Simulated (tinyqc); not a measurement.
Heisenberg spin cluster by exact diagonalisation: multiplets, susceptibility, level crossings: one step, computed by the program tinyqc. Command: `OMP_NUM_THREADS=1 python tinyqc.py 3002859 3002860 out.jsonl spincl walk`. One thread of a shared host (Intel(R) Xeon(R) Processor @ 2.30GHz), about 0.01 s of CPU time with the checks.

H = J1 sum S_i.S_j over the bonds 1-2, 2-3 + J2 sum over 1-3 - g mu_B B S_z; J > 0 is antiferromagnetic.

Task: Multiplets. Every multiplet has one member in the block S_z = 0.5; diagonalise it and read the total spin from <S^2> = S (S + 1).

Inputs (values chosen for the exercise, for a model cluster): exchange J1 = 6.77 meV; exchange J2 = -4.5 meV.

Cluster: triangle, two J1 bonds and one J2 bond. Spin s of each site: 0.5.

Give: Levels at B = 0; ground energy; gap to the next level.

Result:

Levels at B = 0:
```
E (meV)  total S  number of multiplets
-7.895       0.5                     1
2.260        1.5                     1
3.375        0.5                     1
```

ground energy = -7.895 meV

gap to the next level = 10.155 meV

The ground state has S = 0.5; the next level has S = 1.5. The highest spin, S = 1.5, lies at 2.26 meV, s^2 times the sum of all J, s the spin of a site.
